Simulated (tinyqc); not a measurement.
One-sided p+-n junction, ionisation integral and breakdown: one step of the calculation.

A p+ layer at x < 0 and an n drift layer from x = 0. Depletion approximation, built-in voltage neglected. Local ionisation coefficients alpha_n = an exp(-(bn/E)^mx), alpha_p = ap exp(-(bp/E)^mx). Electrons move towards +x, holes towards x = 0.

Problem. Ionisation integrals by the trapezoid rule. G(x) = integral from 0 to x of (alpha_n - alpha_p); I_n = integral of alpha_n exp(-G) (electrons injected at x = 0), I_p = integral of alpha_p exp(G(end) - G) (holes injected at the far edge); M = 1/(1 - I). All integrals by the trapezoid rule on the grid.

```
point     x (um)  alpha_n (1/cm)  alpha_p (1/cm)
0       0.000000       836.11506       2077.5751
1       0.866834       554.78618       1497.7221
2       1.733669       350.46843       1038.2047
3       2.600503       208.99074       687.31061
4       3.467338       116.40878       430.91525
5       4.334172       59.775924       253.19368
6       5.201007       27.833650       137.59694
7       6.067841       11.507028       68.007404
8       6.934675       4.1102838       29.912585
9       7.801510       1.2239498       11.379149
10      8.668344      0.28966601       3.6039271
11      9.535179     0.051054171      0.90223558
12     10.402013    0.0061212130      0.16609834
```

Give: G; alpha_n exp(-G); I_n; I_p; M_n; M_p.

Solution.

```
point        G  alpha_n exp(-G) (1/cm)
0       0.0000                   836.1
1      -0.0947                   609.9
2      -0.1654                   413.5
3      -0.2159                   259.4
4      -0.2503                   149.5
5      -0.2723                    78.5
6      -0.2854                    37.0
7      -0.2926                    15.4
8      -0.2962                     5.5
9      -0.2977                     1.6
10     -0.2983                     0.4
11     -0.2985                     0.1
12     -0.2985                     0.0
```

I_n = 0.1724
I_p = 0.3849
M_n = 1.208
M_p = 1.626

Numbers from tinyqc (`OMP_NUM_THREADS=1 python tinyqc.py 2120141 2120142 out.jsonl`; about 0.06 s on one thread of a shared Intel Xeon 2.30GHz).
